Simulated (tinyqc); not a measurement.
## In-plane mass from two subband densities

Question. At zero temperature each occupied subband holds N_k = D (EF - E_k), D = md m0 q/(pi hbar^2) per eV. Two subbands are occupied. Find md, EF - E1 and EF - E2.

Constants: q = 1.602176634e-19 C, hbar = 1.054571817e-34 J s, m0 = 9.1093837015e-31 kg. Results are converted to the units shown.

N1, N2 (cm^-2): [9.9982357e11, 1.7e11]
E2 - E1 = 29 meV

Solution. N1 - N2 = D (E2 - E1) gives D and so md; each N_k/D is a distance to EF.

md = 0.06850 m0
EF - E1 = 34.94 meV
EF - E2 = 5.941 meV

Program tinyqc, `OMP_NUM_THREADS=1 python tinyqc.py 2140138 2140139 out.jsonl`; Intel Xeon 2.30GHz, shared host, one thread, about 0.1 s.
